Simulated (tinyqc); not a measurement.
Tolerances: periodic multilayer mirror for extreme ultraviolet light.

s polarisation, vacuum above. q_j = sqrt(N_j^2 - sin^2 theta); interface r_jk = (q_j - q_k)/(q_j + q_k) exp(-2 (2 pi/lam)^2 q_j q_k sg^2) (Nevot-Croce; sg = 0 if not given); phase factor of a layer x_j = exp(4 pi i q_j d_j/lam). Each period has the spacer (thickness (1 - Gm) L) on top of the absorber (Gm L). In this recursion R is the amplitude; R in tables and results is the reflectance, its squared modulus. The substrate is of the spacer material. Starting with R = 0 in it, each interface upward gives R -> (r + R x)/(1 + r R x), x that of the layer below the interface (1 for the substrate).

Parameters, chosen for this exercise (optical constants near those of Mo and Si at 13.5 nm; the results hold for these values, not for the real material): lam = 13.5 nm (wavelength); dA = (0.0771, 0.00671) (delta and beta of the absorber, N = 1 - delta + i beta); dS = (0.0011, 0.00169) (delta and beta of the spacer and the substrate); L = 6.93 nm (period); Gm = 0.3 (absorber share of the period); theta = 0 degrees (angle from the normal); sg = 0.5 nm (interface roughness); Np = 30 (periods).

R of the mirror, and R^10 for a chain of ten such mirrors.

One parameter was then changed.

Results before and after:
```
case          R     R^10
base     0.6111  0.00726
changed  0.5719  0.00375
```

Which of these changes was made? (a) sg = 0.7 nm; (b) lam = 13.55 nm; (c) theta = 2 degrees; (d) Gm = 0.34; (e) L = 6.97 nm; (f) dA = (0.0771, 0.00805).

Answer: (e) L = 6.97 nm. Of the candidates, run in turn, only this one gives the changed row.

All candidates:
```
case                         R     R^10
base                    0.6111  0.00726
L = 6.97 nm             0.5719  0.00375
Gm = 0.34               0.6455   0.0126
theta = 2 degrees       0.6142  0.00764
sg = 0.7 nm             0.5669  0.00343
dA = (0.0771, 0.00805)  0.5864  0.00481
lam = 13.55 nm          0.6234  0.00886
```

(tinyqc, `OMP_NUM_THREADS=1 python tinyqc.py 1680914 1680915 out.jsonl`, Intel(R) Xeon(R) Processor @ 2.30GHz, 1 thread, shared host, about 0.01 s.)
